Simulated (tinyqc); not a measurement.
Inside a calculation: strained quantum well: band edges, subbands and transparency. Values are carried at full precision from step to step, so a last printed digit may differ when a step is redone from the rounded ones.

Growth on (001), barriers unstrained: tr(e) = e (2 - nu2), Z = b e (1 + nu2); Ec = Ev + Eg + ac tr(e), E_HH = Ev + av tr(e) + Z, E_LH = Ev + av tr(e) - Z (coupling to the split-off band left out).

Constants: hbar^2/2m0 = 3.80998211 eV angstrom^2; hc = 1239.841984 eV nm; kB = 8.617333262e-05 eV/K.

Values chosen for the exercise (near those of an InGaAs/InP well; shifted at random, so the results belong to these values and not to a real crystal): e = 0.006 (strain in the plane); nu2 = 0.985 (2 C12/C11); Eg = 0.813 eV (unstrained gap of the well); Ev = -0.611 eV (its valence edge); ac = -6.23 eV; av = 1.09 eV (Ev moves by av tr(e)); b = -1.91 eV (shear potential); Egb = 1.354 eV (gap of the barrier); Evb = -0.94 eV (its valence edge); L = 74 angstrom (well width); me = 0.0463 m0 (electron mass); g1 = 12.84 (gamma1); g2 = 4.96 (gamma2); meb = 0.08 m0; g1b = 5.08; g2b = 1.6; T = 250 K (temperature); Br = 2.4 x 1e-4 cm^2/s (two-dimensional radiative coefficient).

## Strained band edges and offsets

Give tr(e), Z, the edges Ec, E_HH, E_LH and the well depths against the barrier.

tr(e) = 0.00609
Z = -0.0227 eV

Ec, E_HH, E_LH (eV): [0.1641, -0.6271, -0.5816]

depths for e, HH, LH (eV): [0.2499, 0.3129, 0.3584]

The well is under tension, which puts LH on top, by 45 meV; the gap becomes 0.7457 eV, -67 meV from the unstrained one.

## Subband edges

Masses along z: me, 1/(g1 - 2 g2) for HH, 1/(g1 + 2 g2) for LH, likewise in the barrier; in the plane me, 1/(g1 + g2) for HH and 1/(g1 - g2) for LH (no mixing, which understates the hole masses away from k = 0). Level n solves k L + 2 atan[(k/m)/(kappa/mb)] = n pi, k = sqrt(m E/c), kappa = sqrt(mb (V - E)/c), c = hbar^2/2m0.

Up to three electron, four HH and two LH levels, on the common energy scale, with their masses in the plane.

Subbands:
```
level   E (eV)  m in the plane
e1      0.2194          0.0463
e2      0.3765          0.0463
lh1    -0.6384          0.1269
hh1    -0.6410          0.0562
hh2    -0.6827          0.0562
hh3    -0.7519          0.0562
lh2    -0.8256          0.1269
hh4    -0.8464          0.0562
```

lowest transition = 0.8578 eV
wavelength hc/E = 1445.3 nm

The top hole level is lh1, so the edge is mainly TM polarised; hh1 lies 3 meV lower, within kT at room temperature, so both polarisations contribute.

## Transparency density

Transparency (Bernard-Duraffourg): Fc - Fv equals the lowest transition energy with n = p, n = sum m/(2 pi c) kB T ln(1 + exp((Fc - E)/kB T)) and p likewise over the listed subbands; c = hbar^2/2m0, 1/angstrom^2 = 1e16/cm^2.

Solve for u = (Fc - e1)/kB T; give n_tr, the share of holes in the top subband and the current e Br n_tr^2 (e = 1.602177e-19 C).

u = 0.970
n_tr = 0.539 x 1e12/cm^2
share = 0.682
current density = 11.2 A/cm^2

For mirror-image bands u = 0 and n_tr = me kB T ln2/(2 pi c) = 0.289 x 1e12/cm^2; the heavier or more numerous hole states raise it by a factor 1.87.

## Checks

- Transparency for equal single subbands against m kB T ln2/(2 pi c): both 0.3743.

Program tinyqc; command `OMP_NUM_THREADS=1 python tinyqc.py 1281994 1281995 out.jsonl`; about 0.01 s on one thread of a shared Intel(R) Xeon(R) Processor @ 2.30GHz.
